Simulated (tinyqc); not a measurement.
Floating body of a partially depleted SOI transistor: body voltage and kink: one step of the calculation.

Source at 0 V. Channel current Ic = 2 nf K Vt^2 [F(0) - F(Vd)](1 + la Vd), F(V) = ln^2(1 + exp((Vg - VT - nf V)/(2 nf Vt))), VT = VT0 - gb Vb. Saturation voltage Vs = 2 Vt sqrt(F(0)) + 3 Vt, excess Ve = (Vd - Vs + sqrt((Vd - Vs)^2 + 0.0004 V^2))/2, multiplication M1 = Ai Ve exp(-Bl/Ve). Each junction passes D(v) = J1 (exp(v/Vt) - 1) + J2 (exp(v/(2 Vt)) - 1). Bipolar current Ib = bb J1 (exp(Vb/Vt) - 1). The body settles where M1 (Ic + Ib) = D(Vb) + D(Vb - Vd) + Vb/Rb; drain current Id = (1 + M1)(Ic + Ib) - D(Vb - Vd).

Task. New Vb. Current into the body I_in = M1 (Ic + Ib) - D(Vb - Vd), current out I_out = D(Vb) + Vb/Rb; f = ln(I_in/I_out), s = df/dVb by central differences over 1e-5 V, Vb(new) = Vb - f/s.

Values chosen for this exercise; values of the order met in partially depleted silicon-on-insulator transistors: temperature T = 330 K; threshold at zero body voltage VT0 = 0.41 V; fall of the threshold per volt of body voltage gb = 0.23; slope factor nf = 1.41; gain factor per width K = 150 uA/(V^2 um); channel-length modulation factor la = 0.08 1/V; impact-ionisation prefactor Ai = 3.35 1/V; impact-ionisation voltage Bl = 7.6 V; diffusion saturation current of each junction J1 = 8.8e-11 uA/um; recombination saturation current of each junction J2 = 1.7e-8 uA/um; gain of the lateral bipolar transistor on the diffusion current bb = 1; resistance of a weak body tie to the source (1e9 stands for no tie, and the term is then dropped) Rb = 4000 kohm um; gate voltage Vg = 0.51 V; drain voltage Vd = 2.2 V.

Constants: q = 1.602176634e-19 C, kB = 1.380649e-23 J/K, Vt = kB T/q. Results are converted to the units shown.

Vb after iteration 2 = 0.63213880 V

Give: Ic; Ve; M1; I_in; I_out; f; s; Vb after iteration 3.

Result.

Ic = 3.880 uA/um
Ve = 1.938 V
M1 = 0.1286
I_in = 0.5502 uA/um
I_out = 0.5559 uA/um
f = -0.01033
s = -21.12 1/V
Vb after iteration 3 = 0.6316 V

Range of the model: The multiplication law is an empirical form chosen for the exercise; self-heating and capacitive coupling to the body are left out, and the linear laws are rough once Vb passes about 0.7 V or M1 about 0.1.

Computed by the program tinyqc: `OMP_NUM_THREADS=1 python tinyqc.py 2182121 2182122 out.jsonl`, one thread of a shared Intel Xeon 2.30GHz, about 0.2 s for the whole run.
